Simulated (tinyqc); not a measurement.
Charge centroid from charge and shift.

Question. A sheet of N electrons in the storage layer of a charge-trap cell shifts the threshold by U = (q/eps0) N (tb/eb + xc tn/en). Find xc and the distance xc tn from the blocking layer.

Values chosen for this exercise:

| symbol | value | unit | meaning |
|---|---|---|---|
| tn | 5.6 | nm | storage layer |
| en | 7.1 |  | its relative permittivity |
| tb | 5.4 | nm | blocking layer |
| eb | 3.9 |  | its relative permittivity |

Constants: q = 1.602176634e-19 C, eps0 = 8.8541878128e-14 F/cm where lengths are in cm. Results are converted to the units shown.

N = 4.8e12 cm^-2
U = 1.4081499 V

Answer. U eps0/(q N) is the electrical distance from the gate; subtract that of the blocking layer.

xc = 0.3000
distance = 1.680 nm

tinyqc, about 0.04 s, one thread, Intel Xeon 2.30GHz (shared host): `OMP_NUM_THREADS=1 python tinyqc.py 2130038 2130039 out.jsonl`
